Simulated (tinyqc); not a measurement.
Off-state leakage of single and stacked transistors: two steps of the calculation.

n-channel devices of unit width. Subthreshold current I(Vg, Vs, Vd) = I0 (T/300 K)^0.5 exp[(Vg - Vs - VT(T) - gb (Vs - Vb) + dd (Vd - Vs))/(nf Vt)] (1 - exp(-(Vd - Vs)/Vt)), VT(T) = VT - cT (T - 300 K). Gate-edge tunnelling Ig (Vd/1 V) exp(ag (Vd - 1 V)), for a gate at 0 V, and band-to-band leakage Ab u exp(-Bb/u), u = Vd - Vb + 1 V, flow at a drain held at V; both are taken as independent of T. In a stack of off transistors (all gates at 0 V) the same subthreshold current passes through each.

Values chosen for this exercise; values of the order met in bulk silicon logic transistors:
- T = 300 K (temperature)
- V = 0.9 V (supply voltage)
- VT = 0.45 V (threshold at 300 K, zero drain and body bias)
- cT = 0.8 mV/K (fall of the threshold with temperature)
- I0 = 0.29 uA/um (current at threshold at 300 K)
- nf = 1.55 (slope factor)
- dd = 0.15 (drain-induced lowering per volt)
- gb = 0.21 (rise of the threshold per volt of source-body bias)
- Ig = 2e-5 uA/um (gate-edge tunnelling current at 1 V)
- ag = 5 1/V (exponential slope of the gate current)
- Ab = 100 uA/(um V) (prefactor of band-to-band leakage at the drain)
- Bb = 27 V (its exponential voltage)
- Vb = 0 V (body voltage)

Constants: q = 1.602176634e-19 C, kB = 1.380649e-23 J/K, Vt = kB T/q. Results are converted to the units shown.

Task 1. Leakage of one transistor. Vg = Vs = 0, Vd = V; effective threshold VT(T) - gb Vb - dd V.

Find: effective threshold; parts; total; shares.

Result 1.

effective threshold = 0.31500 V
parts (nA/um): subthreshold 0.11178, gate edge 0.010918, band-to-band 0.12800
total = 0.25069 nA/um
shares (%): subthreshold 44.588, gate edge 4.3550, band-to-band 51.057

The band-to-band part is the largest.

Task 2. New Vx. Stack of two, Vx the node between them: I_low = I(0, 0, Vx), I_up = I(0, Vx, V), f = ln(I_up/I_low), f' = -(1 + gb + 2 dd)/(nf Vt) - 1/(Vt (exp(Vx/Vt) - 1)) - 1/(Vt (exp((V - Vx)/Vt) - 1)), Vx(new) = Vx - f/f'.

Vx at the start = 0.089 V

Find: I_low; I_up; f; f'; Vx after iteration 1.

Result 2.

I_low = 0.0051972 nA/um
I_up = 0.0054512 nA/um
f = 0.047725
f' = -38.961 1/V
Vx after iteration 1 = 0.090225 V

Numbers from tinyqc (`OMP_NUM_THREADS=1 python tinyqc.py 2242021 2242022 out.jsonl`; about 0.03 s on one thread of a shared Intel Xeon 2.30GHz).
